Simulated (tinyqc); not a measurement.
Comparisons within one model: shallow acceptor in the spherical four-band model. A value that a table varies takes the place of the one given here.

The ground state 1S3/2 has an L = 0 part f(r) and an L = 2 part g(r). In units of Ry* and a*, with Gaussians f_i = exp(-a_i r^2), g_i = r^2 exp(-a_i r^2), A = a_i + a_j and I(n) = Gamma((n + 1)/2)/(2 A^((n + 1)/2)): S_ff = I(2), S_gg = I(6), H_ff = (6 a_i a_j/A) I(2) - 2 I(1), H_gg = (14 a_i a_j/A) I(6) - 2 I(5), H_fg = -mu [15 I(2) - 20 a_j I(4) + 4 a_j^2 I(6)]; each function is then normalised. The split-off band is left out.

Converged values use 22 exponents 2.2^i, i = -7 to 14, for f and for g.

Units Ry* = Ry/(g1 eps^2) and a* = a0 eps g1; mu = (6 g3 + 4 g2)/(5 g1) is the spherical heavy-light coupling and delta = (g3 - g2)/g1 the cubic term, which is left out.

Constants: Ry = 13.60569312 eV; a0 (Bohr radius) = 0.5291772105 angstrom.

Inputs chosen for the exercise (near those of a shallow acceptor in AlAs; shifted at random, so the results belong to these values and not to a real crystal): mus = (0.18, 0.38, 0.53, 0.65, 0.77, 0.85, 0.87) (couplings); rc = 2.1 angstrom (radius of the central cell); Vs = (3, 1, 0, -1, -2, -3, -4) eV (central-cell strengths); g1 = 3.75 (Luttinger gamma1); g2 = 0.82 (gamma2); g3 = 1.44 (gamma3); eps = 9.8 (dielectric constant).

## Strength of the heavy-light coupling

Ry* = 37.7779 meV

Converged values in Ry* and a*; the heavy-mass hydrogen model gives 1/(1 - mu).

Results:

| mu | binding (Ry*) | 1/(1 - mu) | ratio | L = 2 weight | <r> (a*) | binding (meV) |
|---|---|---|---|---|---|---|
| 0.18 | 1.030 | 1.220 | 0.845 | 0.014 | 1.463 | 38.9 |
| 0.38 | 1.151 | 1.613 | 0.714 | 0.062 | 1.331 | 43.5 |
| 0.53 | 1.350 | 2.128 | 0.634 | 0.124 | 1.160 | 51.0 |
| 0.65 | 1.653 | 2.857 | 0.579 | 0.190 | 0.970 | 62.5 |
| 0.77 | 2.296 | 4.348 | 0.528 | 0.274 | 0.720 | 86.7 |
| 0.85 | 3.309 | 6.667 | 0.496 | 0.341 | 0.513 | 125.0 |
| 0.87 | 3.758 | 7.692 | 0.488 | 0.359 | 0.455 | 142.0 |

The binding starts as 1 + O(mu^2), 1.030 at mu = 0.18, since the coupling enters in second order, and reaches 3.76 at mu = 0.87. The ratio to the heavy-mass model falls from 0.84 to 0.49, towards about 0.44 as mu goes to 1: the bound hole is only partly heavy. The L = 2 weight grows to 0.36 and the radius shrinks by a factor 3.2.

## Central-cell correction

mu = 0.63573
a* = 19.447 angstrom

A short-range term V exp(-r^2/rc^2) is added (negative: attracts the hole); its elements are V S (A/(A + 1/rc^2))^(3/2) for f and ^(7/2) for g, in the same units.

Results:

| V (eV) | 1S binding (meV) | 2S binding (meV) | <r> (angstrom) | L = 2 weight |
|---|---|---|---|---|
| 3.0 | 49.4 | 15.83 | 23.7 | 0.173 |
| 1.0 | 55.2 | 16.67 | 21.2 | 0.178 |
| 0.0 | 60.7 | 17.39 | 19.4 | 0.182 |
| -1.0 | 70.2 | 18.51 | 16.9 | 0.187 |
| -2.0 | 88.4 | 20.23 | 13.7 | 0.192 |
| -3.0 | 124.6 | 22.68 | 10.4 | 0.197 |
| -4.0 | 192.5 | 25.54 | 7.6 | 0.199 |

From V = 0 to -4 eV the 1S binding grows by 131.9 meV (217 %) and the 2S binding by 8.15 meV, so the chemical shift sits mainly in the ground state. A repulsion of 3 eV removes 11.2 meV. The slope is 67.95 meV per eV over the last step against 3.75 on the repulsive side, since attraction pulls the state into the cell: the route from a shallow to a deep level.

## What each parameter does

Converged values. Each row changes one parameter from the base and keeps the others.

Results:

| case | mu | Ry* (meV) | binding (meV) | <r> (angstrom) |
|---|---|---|---|---|
| base | 0.636 | 37.78 | 60.67 | 19.4 |
| g1 = 4.05 | 0.589 | 34.98 | 51.57 | 22.6 |
| g2 = 0.7 | 0.610 | 37.78 | 57.80 | 20.2 |
| g3 = 1.32 | 0.597 | 37.78 | 56.52 | 20.6 |
| eps = 10.6 | 0.636 | 32.29 | 51.86 | 20.9 |

The largest shifts from the base row, up to three for each result and ties (the steps differ in size, so this ranks the rows, not the parameters). mu: g1 -0.047, g3 -0.038, g2 -0.026; unchanged at the printed digits by eps. Ry* (meV): eps -5.49, g1 -2.80; unchanged at the printed digits by g2 and g3. binding (meV): g1 -9.11, eps -8.81, g3 -4.15. <r> (angstrom): g1 +3.2, eps +1.6, g3 +1.3. g1 acts twice: it lowers Ry* and it lowers mu.

Computed by tinyqc, a small Python program: `OMP_NUM_THREADS=1 python tinyqc.py 1251673 1251674 out.jsonl` (the numbers bound the seed that draws the inputs); one thread of a shared host (Intel(R) Xeon(R) Processor @ 2.30GHz), about 0.07 s for the whole set of steps.
